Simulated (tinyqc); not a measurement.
Channel length: inversion-layer mobility, back-scattering and ballistic limit of a field-effect transistor. Computed by tinyqc, a small Python program. Command: `OMP_NUM_THREADS=1 python tinyqc.py 3028935 3028936 out.jsonl mos walk`. One thread of a shared host (Intel(R) Xeon(R) Processor @ 2.30GHz), about 0.01 s of CPU time with the checks.

The charge at the top of the source barrier is fixed by the gate; series resistance and short-channel effects are left out. F_j are Fermi integrals normalised to exp(eta) in the classical limit.

Inputs (values chosen for the exercise, modelled on a 4H-SiC n-channel):

| quantity | value | unit |
|---|---|---|
| transport mass m | 0.3 | m_0 |
| valley degeneracy g_v | 3 | - |
| weight w of the inversion charge | 0.5 | - |
| permittivity eps | 9.7 | - |
| phonon mobility at 1 MV/cm and 300 K, mu_ph | 91 | cm^2/(V s) |
| roughness mobility at 1 MV/cm, mu_sr | 72 | cm^2/(V s) |
| Coulomb mobility at N_inv = 1e12/cm^2, mu_C | 29 | cm^2/(V s) |
| electrical oxide thickness t_inv | 1.1 | nm |
| depletion charge N_dep | 1.5e+11 | 1/cm^2 |
| gate overdrive V_G - V_T | 0.97 | V |
| drain voltage V_D | 0.76 | V |
| exponent a of the critical length | 0.78 | - |
| temperature T | 200 | K |

Statistics at the top of the barrier: Fermi-Dirac.

Constants: eps_0 = 8.8541878128e-12 F/m; e = 1.602176634e-19 C; m_0 = 9.1093837015e-31 kg; k_B = 1.380649e-23 J/K; hbar = 1.054571817e-34 J s; k_B = 8.617333262e-05 eV/K.

Method:
- N_inv = 3.9 eps_0 (V_G - V_T)/(e t_inv); effective field E_eff = e (N_dep + w N_inv)/(eps eps_0).
- mu_phonon = mu_ph (E_eff/1 MV/cm)^(-0.3) (T/300 K)^(-1.75); mu_rough = mu_sr (E_eff/1 MV/cm)^(-2); mu_Coulomb = mu_C (N_inv/1e12 cm^-2) (T/300 K); Matthiessen's rule adds 1/mu.
- F_j(eta) = (1/Gamma(j + 1)) int_0^infinity x^j/(1 + exp(x - eta)) dx, F_0 = ln(1 + exp(eta)). Integrals over x = E/(k_B T) use 160 Gauss-Legendre points in u = sqrt(x) from 0 to sqrt(max(eta, 0) + 32).
- Ballistic channel: N_2D = g_v m k_B T/(pi hbar^2), U = e V_D/(k_B T); eta_F solves N_inv = (N_2D/2)[F_0(eta_F) + F_0(eta_F - U)]; v_T = sqrt(2 k_B T/(pi m)); I/W = e (N_2D/2) v_T [F_1/2(eta_F) - F_1/2(eta_F - U)]; injection velocity v_T F_1/2(eta_F)/F_0(eta_F).
- Mean free path lambda = (2 k_B T/e)(mu/v_T) F_0(eta_0)/F_-1/2(eta_0), with eta_0 from N_inv = N_2D F_0(eta_0); critical length l = L (1 + U)^(-a), an empirical rule; back-scattering r = l/(l + lambda). Then eta solves N_inv = (N_2D/2)[(1 + r) F_0(eta) + (1 - r) F_0(eta - U)] and I/W = e (N_2D/2) v_T (1 - r)[F_1/2(eta) - F_1/2(eta - U)].
- The last column is the long-channel law e N_inv mu V/L with V = V_D - V_D^2/(2 V_ov) below pinch-off and V_ov/2 above, V_ov = V_G - V_T.

inversion density N_inv = 1.90056e+13 1/cm^2

effective mobility mu = 18.4484 cm^2/(V s)

ballistic current I/W = 4611.31 microampere/micrometre

Currents (microampere/micrometre):

| L (nm) | r | I/W | ballistic ratio | long-channel law |
|---|---|---|---|---|
| 5 | 0.16625 | 3090.1 | 0.67010 | 5193.7 |
| 10 | 0.28510 | 2312.4 | 0.50146 | 2596.8 |
| 20 | 0.44370 | 1531.4 | 0.33210 | 1298.4 |
| 40 | 0.61467 | 910.4 | 0.19743 | 649.2 |
| 80 | 0.76136 | 501.5 | 0.10876 | 324.6 |
| 160 | 0.86451 | 263.9 | 0.05723 | 162.3 |
| 400 | 0.94101 | 109.0 | 0.02363 | 64.9 |
| 1000 | 0.97554 | 44.1 | 0.00957 | 26.0 |

What does the comparison show, and why?

The current scales as L^-0.99 at the long end and as L^-0.42 at the short end, where it reaches 67 % of the ballistic 4610. The long-channel law passes the ballistic limit between 5.00 and 10.0 nm and has no meaning below. At 1000 nm the model gives 1.70 times the long-channel law; the rule for l is a fit for short devices and fails wherever the model exceeds that law. Raising mu by 10 % at 20 nm raises I by 6.6 %.

Extremes, crossings and ranges named in words are read from the listed rows.
